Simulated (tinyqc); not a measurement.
Bulk resistivity and mean free path from two films.

Problem. In the thick-film limit single-crystal films obey rho = rho0 (1 + 3 (1 - ps) lam/(8 d)). Find rho0, lam and the product rho0 lam.

Inputs (values chosen for the exercise):

| symbol | value | unit | meaning |
|---|---|---|---|
| ps | 0 |  | specular share of surface scattering |

rho at d = 73 and 340 nm (uohm cm): 1.9699555  1.7029904

Answer. rho is a straight line in 1/d: the intercept is rho0 and the slope (3/8)(1 - ps) rho0 lam. Without ps only the product (1 - ps) lam could be found.

rho0 = 1.630 uohm cm
lam = 40.60 nm
rho0 lam = 66.18 uohm cm nm

Computed by the program tinyqc: `OMP_NUM_THREADS=1 python tinyqc.py 2100035 2100036 out.jsonl`, one thread of a shared Intel Xeon 2.30GHz, about 0.01 s for the whole run.
